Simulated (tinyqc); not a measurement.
Inside a calculation. Method: RHF in the 3-21g basis, for He, spin multiplicity 1. One step of it, computed by the program tinyqc.

Problem. Iteration 4: building the Fock matrix. J_ij = sum D_kl (ij|kl), K_ij = sum D_kl (ik|jl); F = H + J - 0.5 K; E = tr D H + tr D J / 2 - 0.25 tr D K + E_nn.

D after iteration 3:
```
          1He 1s    1He 2s
1He 1s  0.419387  0.601962
1He 2s  0.601962  0.864018
```

core Hamiltonian H = T + V (hartree):
```
           1He 1s     1He 2s
1He 1s  -1.573565  -1.656343
1He 2s  -1.656343  -1.400640
```

Two-electron integrals (ij|kl) in chemists' order, unique and non-zero (hartree):
```
(11|11) 1.803255   (21|11) 0.876507   (21|21) 0.452077   (22|11) 0.917008
(22|21) 0.514678   (22|22) 0.698314
```

nuclear repulsion = 0 hartree

Give: Coulomb J; exchange K; Fock matrix F; total energy of this density.

Solution.

Coulomb J (hartree):
```
        1He 1s  1He 2s
1He 1s   2.604   1.357
1He 2s   1.357   1.608
```

exchange K (hartree):
```
        1He 1s  1He 2s
1He 1s   2.202   1.636
1He 2s   1.636   1.413
```

Fock matrix F (hartree):
```
        1He 1s  1He 2s
1He 1s  -0.071  -1.118
1He 2s  -1.118  -0.499
```

total energy of this density = -2.83568 hartree
